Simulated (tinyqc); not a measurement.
Inside a calculation. Method: lattice vibrations of a chain. One step of it, computed by the program tinyqc.

Question. Frequencies. omega^2 are the eigenvalues; wavenumber = 521.4708 sqrt(eigenvalue) 1/cm.

D(q) (eV/(angstrom^2 u)):
```
                     1                    2                    3
1             0.414264  -0.431444+0.046676i  -0.011187+0.127969i
2  -0.431444-0.046676i             1.083333  -0.191223+0.081154i
3  -0.011187-0.127969i  -0.191223-0.081154i             0.651376
```

Give: eigenvalues; wavenumbers; weights |e|^2 of the mass-weighted modes.

Answer.

eigenvalues: 0.1332  0.6793  1.3365

wavenumbers (1/cm): 190.3  429.8  602.9

weights |e|^2 of the mass-weighted modes:
```
        mode 1  mode 2  mode 3
atom 1  0.6836  0.1516  0.1648
atom 2  0.1965  0.0254  0.7781
atom 3  0.1199  0.8230  0.0571
```
